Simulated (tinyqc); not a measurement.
Moment against band filling: Stoner model of a band ferromagnet.

Density of states per atom and spin: flat with a rise to the top, D(e) = (M/W) [1 - sp + 4 sp (e/W + 1/2)^3]. Levels e -/+ I m/2 for up and down spin, m = n_up - n_down, n_up + n_down = nd. At zero temperature e(N) is the energy below which N states lie, and E(m) = sum over spins of integral e D de - I m^2/4.

Inputs chosen for the exercise:
- W = 5.9 eV (band width, e from -W/2 to W/2)
- M = 5 (states per atom and spin)
- sp = 0.63 (shape parameter)
- I = 1.14 eV (Stoner parameter)

Rigid band, I fixed: a Slater-Pauling curve.

Results:

| nd | I D(EF) | m (muB) | m_max |
|---|---|---|---|
| 3.0 | 0.873 | 0.000 | 3.0 |
| 4.0 | 1.163 | 2.537 | 4.0 |
| 5.0 | 1.451 | 4.697 | 5.0 |
| 6.0 | 1.733 | 4.000 | 4.0 |
| 6.5 | 1.871 | 3.500 | 3.5 |
| 7.0 | 2.007 | 3.000 | 3.0 |
| 7.5 | 2.142 | 2.500 | 2.5 |
| 8.5 | 2.407 | 1.500 | 1.5 |
| 9.0 | 2.537 | 1.000 | 1.0 |
| 9.5 | 2.665 | 0.500 | 0.5 |

Give the missing row, nd = 8.0.

Computed row:
```
nd   I D(EF)  m (muB)  m_max
8.0    2.275    2.000    2.0
```

Magnetic fillings among those listed: 4.0, 5.0, 6.0, 6.5, 7.0, 7.5, 8.0, 8.5, 9.0 and 9.5; the largest moment is 4.70 at nd = 5. At 6.0, 6.5, 7.0, 7.5, 8.0, 8.5, 9.0 and 9.5 the moment is saturated and follows m_max, changing by one per electron.

(tinyqc, `OMP_NUM_THREADS=1 python tinyqc.py 1652337 1652338 out.jsonl`, Intel(R) Xeon(R) Processor @ 2.30GHz, 1 thread, shared host, about 0.3 s.)
